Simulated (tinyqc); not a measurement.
Effective-mass impurity with a central-cell term, in a basis of Slater functions: one step, computed by the program tinyqc.

The envelope obeys H = -nabla^2 - (2/r) [Z + A exp(-kappa r)] in effective units, with kappa = a*/lambda; positive A deepens the well near the core.

Problem. Matrices over the s basis. zeta_i = zeta_1 beta^(i-1), i = 1..n. For s functions exp(-zeta r), with s = zeta_i + zeta_j: S = 2/s^3, T = zeta_i zeta_j S, V = -2 Z/s^2, W = -2 A/(s + kappa)^2; each function is normalised by dividing by sqrt(S_ii S_jj).

Inputs (values chosen for the exercise, with mass and screening modelled on GaSb):

| quantity | value | unit |
|---|---|---|
| charge Z of the core | 1 | - |
| central-cell strength A | -44 | - |
| basis size n | 4 | - |
| smallest exponent zeta_1 | 0.42 | 1/a* |
| ratio beta of exponents | 3.1 | - |

Impurity: donor, one isotropic band.

kappa = 112.7983 1/a*

Give: exponents; overlap S; kinetic T; Coulomb V; central cell W.

Solution.

exponents (1/a*): 0.42  1.302  4.0362  12.51222

overlap S, lower triangle (symmetric):
```
       1      2      3      4
1  1.000
2  0.634  1.000
3  0.200  0.634  1.000
4  0.045  0.200  0.634  1.000
```

kinetic T (Ry*), lower triangle (symmetric):
```
        1         2      3      4
1  0.1764
2  0.3465  1.695204
3  0.3383     3.329  16.29
4  0.2342     3.251  32.00  156.6
```

Coulomb V (Ry*), lower triangle (symmetric):
```
         1       2        3          4
1    -0.84
2   -1.091  -2.604
3  -0.8892  -3.382  -8.0724
4  -0.5763  -2.756   -10.48  -25.02444
```

central cell W (Ry*), lower triangle (symmetric):
```
          1        2      3      4
1  0.002019
2   0.01085  0.05834
3   0.05651   0.3038  1.584
4    0.2682    1.444  7.551  36.30
```
